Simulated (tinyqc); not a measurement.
# Segment and feed resistance from two drops

Question. A rail is fed at one end through Rq; K loads of Ij follow, each after a segment Rs. The drop at load j is K Ij Rq + Rs Ij sum_(l=1..j) (K - l + 1). Find Rs, Rq and the worst drop, at the middle, if the rail were fed through Rq at both ends: K Ij Rq/2 + Rs Ij K^2/8 with the load taken as continuous.

Values chosen for this exercise:
```
symbol  value  unit                meaning
K          10        number of equal loads
Ij        0.3    mA   current of each load
```

drops at the first and at the last load (mV): 2.01  4.71

Answer. The difference of the two drops is Rs Ij K (K - 1)/2, which gives Rs; the first drop then gives Rq.

Rs = 0.200 ohm
Rq = 0.470 ohm
drop at the middle with two feeds = 1.46 mV

Program tinyqc, `OMP_NUM_THREADS=1 python tinyqc.py 2770131 2770132 out.jsonl`; Intel Xeon 2.30GHz, shared host, one thread, about 0.08 s.
